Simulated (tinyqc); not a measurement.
Koster-Slater impurity in a tight-binding band, by Green functions and by supercells: one step, computed by the program tinyqc.

One orbital per site, e(k) = -2 t sum cos(k_i) over 3 direction(s), band from -6 t to 6 t, lattice constant 1. One site has the extra energy U. Spin is left out.

Question. The bound state. Outside the band G0(E) = (1/pi) int_0^pi dk (2/(pi z)) K(16 t^2/z^2), z = E + 2 t cos k, K the complete elliptic integral with parameter m; 200 Gauss-Legendre points. A bound state solves 1/U = G0(E). Bisection in ln(distance from the edge) between 1e-5 t and |U| + t. Weight on the impurity site: -1/(U^2 dG0/dE), by a central difference with step min(1e-4 t, distance/30). Decay length along an axis: 1/arccosh(1 + distance/(2 t)).

Inputs (values chosen for the exercise, for a model band): hopping t = 1.8 eV; impurity potential U = -12.7 eV.

Lattice: simple cubic.

Give: level E_b; distance from the band edge; weight on the impurity site; decay length.

Answer.

level E_b = -14.34 eV

distance from the band edge = 3.538 eV

weight on the impurity site = 0.8512

decay length = 0.7651 sites

The state is compact: most of it sits on the impurity.
